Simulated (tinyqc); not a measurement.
Fermi-Dirac statistics of conduction electrons, step by step. Values are carried at full precision from step to step, so a last printed digit may differ when a step is redone from the rounded ones.

Constants: hbar^2/2m0 = 3.80998211 eV angstrom^2; kB = 8.617333262e-05 eV/K; e^2/(4 pi eps0) = 14.39964547 eV angstrom.

Parameters, chosen for this exercise (near those of InAs, lowest valleys alone; the results hold for these values, not for the real material):
- m = 0.0263 m0 (density-of-states mass of the conduction band)
- T = 300 K
- n = 5.7e+16 1/cm^3 (electron density)
- eps = 15.4 (static dielectric constant)
- alpha = 2.65 1/eV (non-parabolicity)

## Reduced density

N = 2 (m kB T/(4 pi c))^(3/2) with c = hbar^2/2m0, in 1/angstrom^3; times 1e24 for 1/cm^3; u = n/Nc.

kT = 0.025852 eV
Nc = 1.0703e+17 1/cm^3
u = n/Nc = 0.53256

## Reduced Fermi level by five rules

F_j(eta) = (1/Gamma(j + 1)) integral_0^infinity x^j dx/(1 + exp(x - eta)), which tends to exp(eta) for eta << 0.

With u = n/Nc: Boltzmann eta = ln u; Joyce-Dixon eta = ln u + u/sqrt(8) - 4.95009e-3 u^2 + 1.48386e-4 u^3 - 4.42563e-6 u^4; Nilsson eta = ln u/(1 - u^2) + v/(1 + (0.24 + 1.08 v)^-2) with v = (3 sqrt(pi) u/4)^(2/3); fully degenerate limit eta = v; exact: F_1/2(eta) = u.

Find eta = (EF - Ec)/kT by each rule.

eta: Boltzmann -0.630, Joyce-Dixon -0.443, Nilsson -0.445, degenerate 0.794, exact -0.443

Against the exact value the errors are Boltzmann -0.187, Joyce-Dixon 0.000, Nilsson -0.002, degenerate limit +1.237 (in kT).

## Exact eta by Newton steps

Solve ln F_1/2(eta) = ln u from the Boltzmann value; dF_1/2/d eta = F_-1/2, so the step is -ln(F_1/2/u) F_1/2/F_-1/2. Stop below 1e-9.

Newton steps:
```
step        eta     F_1/2    F_-1/2  step taken
1     -0.630058  0.454037  0.391909       0.185
2     -0.445251  0.531618  0.448539     0.00210
3     -0.443152  0.532561  0.449211    2.86e-07
4     -0.443151  0.532561  0.449211    5.13e-15
```

Converged in 4 steps.

## Mean energy, Einstein relation and screening

eta = -0.44315

Mean kinetic energy <E> = (3/2) kT F_3/2/F_1/2; D/mu = (kT/e) F_1/2/F_-1/2; dn/dEF = (Nc/kT) F_-1/2; screening length L = (4 pi (e^2/(4 pi eps0)) (dn/dEF)/eps)^(-1/2), with dn/dEF in 1/(angstrom^3 eV) (1/cm^3 = 1e-24/angstrom^3).

F_-1/2, F_1/2, F_3/2: [0.4492, 0.5326, 0.5822]

<E> = 42.39 meV
D/mu = 30.65 mV
dn/dEF = 1.860e+18 1/(cm^3 eV)
L = 213.9 angstrom

EF lies within 2 kT of the edge. D/mu is 1.186 times kT/e and <E> is 1.093 times (3/2) kT; the Debye formula, with n/kT in place of dn/dEF, would give L = 196.5 angstrom.

## Fermi level in the non-parabolic band

Non-parabolic band E (1 + alpha E) = c k^2/m: n = Nc (2/sqrt(pi)) integral_0^infinity sqrt(x (1 + a x)) (1 + 2 a x) dx/(1 + exp(x - eta)) with a = alpha kT and eta = (EF - Ec)/kT; a = 0 gives n = Nc F_1/2(eta).

Solve for eta at the same n.

a = 0.06851
eta = -0.741
EF - Ec = -19.16 meV

The extra states lower EF by 7.70 meV against the parabolic band.

## Checks

- Non-parabolic integral at a = 0 against F_1/2(2): both 2.823721.
- F_1/2(40) against the Sommerfeld form (4/(3 sqrt(pi))) eta^(3/2) (1 + pi^2/(8 eta^2)): both 190.45.

tinyqc: `OMP_NUM_THREADS=1 python tinyqc.py 1650463 1650464 out.jsonl`; about 0.01 s, one thread, shared Intel(R) Xeon(R) Processor @ 2.30GHz.
